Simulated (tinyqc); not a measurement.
Inside a calculation. Method: RKS/B3LYP (VWN-RPA form) in the sto-3g basis, for H2, spin multiplicity 1. One step of it, computed by the program tinyqc.

Task: Iteration 1: diagonalisation and new density. Diagonalise F' = X^T F X, C = X C', fill 1 alpha and 1 beta electrons from the bottom; D = 2 C_occ C_occ^T. Each column has its largest component positive (the first on a tie).

Kohn-Sham matrix F (hartree), order 1H 1s, 2H 1s:
```
[[-0.191634, -0.303597],
 [-0.303597, -0.191634]]
```

X, order 1H 1s, 2H 1s:
```
[[1.003002, 0.576776],
 [-1.003002, 0.576776]]
```

Give: F' = X^T F X; orbital energies; coefficients C; D after iteration 1.

Result:

F' = X^T F X (hartree):
```
[[0.2253, 0.0000],
 [0.0000, -0.3295]]
```

orbital energies (hartree): [-0.3295, 0.2253]

coefficients C, order 1H 1s, 2H 1s:
```
[[0.5768, 1.0030],
 [0.5768, -1.0030]]
```

D after iteration 1, order 1H 1s, 2H 1s:
```
[[0.6653, 0.6653],
 [0.6653, 0.6653]]
```
